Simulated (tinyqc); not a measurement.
Carrier statistics of a doped semiconductor with parabolic bands, step by step. Values are carried at full precision from step to step, so a last printed digit may differ when a step is redone from the rounded ones.

Constants: kB = 8.617333262e-05 eV/K; hbar^2/2m0 = 3.80998211 eV angstrom^2.

Parameters, chosen for this exercise (near those of Si; the results hold for these values, not for the real material):
```
symbol  value     unit    meaning
Eg0     1.167     eV      gap at 0 K
al      0.000476  eV/K    Varshni alpha
be      636       K       Varshni beta
T       77        K
ml      0.912     m0      longitudinal electron mass
mt      0.191     m0      transverse electron mass
Mv      6                 equivalent valleys
mhh     0.534     m0      heavy-hole mass
mlh     0.153     m0      light-hole mass
ND      3.1e+17   1/cm^3  donors
NA      1.4e+17   1/cm^3  acceptors
ED      0.0453    eV      donor level below Ec
EA      0.0447    eV      acceptor level above Ev
```

## Gap and thermal energy

Eg(T) = Eg0 - al T^2/(T + be) (Varshni).

Eg = 1.16304 eV
kT = 0.006635 eV

The gap has shrunk by 4.0 meV from 0 K and is 175.3 kT wide.

## Effective densities of states

m_de = Mv^(2/3) (ml mt^2)^(1/3); m_dh = (mhh^(3/2) + mlh^(3/2))^(2/3); N = 2 (m kB T/(4 pi c))^(3/2) with c = hbar^2/2m0, in 1/angstrom^3; times 1e24 for 1/cm^3.

m_de = 1.0620 m0
m_dh = 0.5873 m0
Nc = 3.5712e+18 1/cm^3
Nv = 1.4686e+18 1/cm^3

The light holes supply 13.3 % of Nv, and Nc/Nv = 2.43.

## Intrinsic density and level

With Boltzmann statistics ni = sqrt(Nc Nv) exp(-Eg/2kT) and Ei = Eg/2 + (kT/2) ln(Nv/Nc), counted from Ev.

ni = 1.99e-20 1/cm^3
Ei = 0.5786 eV

Ei lies 2.9 meV below midgap, towards the band with the smaller density of states.

## Neutrality by bisection

Energies are counted from Ev, so Ec = Eg. n = Nc F_1/2((EF - Eg)/kT), p = Nv F_1/2(-EF/kT), ND+ = ND/(1 + 2 exp((EF - Eg + ED)/kT)), NA- = NA/(1 + 4 exp((EA - EF)/kT)); neutrality asks p + ND+ = n + NA-. F_j(eta) = (1/Gamma(j + 1)) integral_0^infinity x^j dx/(1 + exp(x - eta)), which tends to exp(eta) for eta << 0.

Start from the bracket [-0.2 eV, Eg + 0.2 eV]; at the midpoint EF take the sign of p + ND+ - n - NA-; where it is positive EF must rise. Fourteen steps are shown.

Bisection (eV, 1/cm^3):
```
step,low,high,EF,n,p,ND+,NA-,sign
1,-0.20000,1.36304,0.58152,3.10e-20,1.27e-20,3.10e+17,1.40e+17,+
2,0.58152,1.36304,0.97228,1.17e+06,3.38e-46,3.10e+17,1.40e+17,+
3,0.97228,1.36304,1.16766,4.59e+18,5.51e-59,8.37e+13,1.40e+17,-
4,0.97228,1.16766,1.06997,2.89e+12,1.37e-52,3.10e+17,1.40e+17,+
5,1.06997,1.16766,1.11882,4.55e+15,8.68e-56,9.25e+16,1.40e+17,-
6,1.06997,1.11882,1.09439,1.15e+14,3.44e-54,2.93e+17,1.40e+17,+
7,1.09439,1.11882,1.10661,7.23e+14,5.47e-55,2.26e+17,1.40e+17,+
8,1.10661,1.11882,1.11271,1.81e+15,2.18e-55,1.60e+17,1.40e+17,+
9,1.11271,1.11882,1.11576,2.87e+15,1.38e-55,1.25e+17,1.40e+17,-
10,1.11271,1.11576,1.11424,2.28e+15,1.73e-55,1.42e+17,1.40e+17,-
11,1.11271,1.11424,1.11347,2.03e+15,1.94e-55,1.51e+17,1.40e+17,+
12,1.11347,1.11424,1.11386,2.15e+15,1.83e-55,1.47e+17,1.40e+17,+
13,1.11386,1.11424,1.11405,2.22e+15,1.78e-55,1.44e+17,1.40e+17,+
14,1.11405,1.11424,1.11414,2.25e+15,1.76e-55,1.43e+17,1.40e+17,+
```

Each step halves the bracket, which is 0.191 meV wide at the last row.

## The neutral state

Solve the neutrality condition for EF to convergence.

EF = 1.1142 eV
n = 2.28e+15 1/cm^3
p = 1.73e-55 1/cm^3
ND+ = 1.42e+17 1/cm^3
NA- = 1.40e+17 1/cm^3

The material is n-type; 45.9 % of the donors are ionised. EF lies 7.36 kT inside the gap from the conduction edge, so Boltzmann statistics would serve; n p/(Nc Nv exp(-Eg/kT)) = 1.000.

## Checks

- F_1/2(1) by the trapezoid rule against adaptive quadrature: both 1.575641.
- Positive against negative charge at the solution (1/cm^3): both 1.42281e+17.

Computed by tinyqc, a small Python program: `OMP_NUM_THREADS=1 python tinyqc.py 1681754 1681755 out.jsonl` (the numbers bound the seed that draws the inputs); one thread of a shared host (Intel(R) Xeon(R) Processor @ 2.30GHz), about 0.01 s for the whole set of steps.
